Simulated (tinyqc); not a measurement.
Drifting, spreading and decaying minority pulse (Haynes-Shockley), Crank-Nicolson time steps: two steps of the calculation.

Low injection in a uniform field: dn/dt = D d2n/dx2 - v dn/dx - n/tau with D = mu Vt and v = mu F towards +x. Exact solution on an infinite bar for a Gaussian start at x0: n = N0 exp(-t/tau) exp(-(x - x0 - v t)^2/(2 s^2))/sqrt(2 pi s^2), s^2 = s0^2 + 2 D t.

Inputs (values chosen for the exercise); mobility close to that of indium phosphide at room temperature: temperature T = 350 K; minority-carrier mobility mu = 202 cm^2/(V s); sweep field along the drift F = 41 V/cm; mesh step hx = 9.5 um; lifetime tau = 7e-7 s; time step dt = 6e-8 s.

Constants: q = 1.602176634e-19 C, kB = 1.380649e-23 J/K, Vt = kB T/q. Results are converted to the units shown.

Problem 1. Coefficients of the scheme. Exponentially fitted fluxes: d = F hx/Vt, B(d) = d/(exp(d) - 1), k = D dt/hx^2; (L n)_i = a n_(i-1) + b n_i + c n_(i+1) with a = k B(-d), c = k B(d), b = -a - c - dt/tau. Explicit steps keep n positive for dt up to 1/[(D/hx^2)(B(d) + B(-d)) + 1/tau].

Wanted: D; v; d; a; b; c; positivity limit of dt.

Solution 1.

D = 6.092 cm^2/s
v = 8282 cm/s
d = 1.291
a = 0.7214
b = -1.005
c = 0.1983
positivity limit of dt = 5.968e-8 s

Problem 2. Densities after a time step. (L n)_i = a n_(i-1) + b n_i + c n_(i+1), n = 0 beyond the ends. Crank-Nicolson step: solve n(new) - L n(new)/2 = n + L n/2.

a = 0.72136252
b = -1.0053656
c = 0.19828883
n at t = 1 dt, node 1 to 12 (in units of 1e13 cm^-3): [0.0596996, 0.3432052, 1.0873244, 1.9012338, 1.8460977, 1.0286018, 0.3595876, 0.0960371, 0.0236728, 0.0057777, 0.0014091, 0.0003382]

Wanted: n at t = 2 dt.

Solution 2.

n at t = 2 dt, node 1 to 12 (in units of 1e13 cm^-3): [0.0596, 0.2611, 0.7151, 1.2842, 1.5238, 1.2181, 0.6838, 0.2906, 0.1032, 0.0331, 0.0100, 0.0029]

Numbers from tinyqc (`OMP_NUM_THREADS=1 python tinyqc.py 2310013 2310014 out.jsonl`; about 0.01 s on one thread of a shared Intel Xeon 2.30GHz).
